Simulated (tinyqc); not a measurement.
Distribution of switching voltages from the rising branch.

Problem. In a Preisach model that starts with all elements at -1, a rising voltage turns to +1 all elements whose up-switching voltage it has passed, and P = Ps (2 F - 1) with F their total weight; the last voltage saturates the film. Find Ps and the weight that switches in each interval, from 0 V up.

P on the way up (uC/cm^2): 0.4 V -29.285339, 0.8 V -6.747371, 1.2 V 21.456565, 1.6 V 38.000000

Answer. Each step of P divided by 2 Ps is the weight of that interval; the rising branch says nothing of the down-switching voltages.

Ps = 38.0 uC/cm^2
weights: 0.115  0.297  0.371  0.218

Numbers from tinyqc (`OMP_NUM_THREADS=1 python tinyqc.py 2860126 2860127 out.jsonl`; about 0.01 s on one thread of a shared Intel Xeon 2.30GHz).
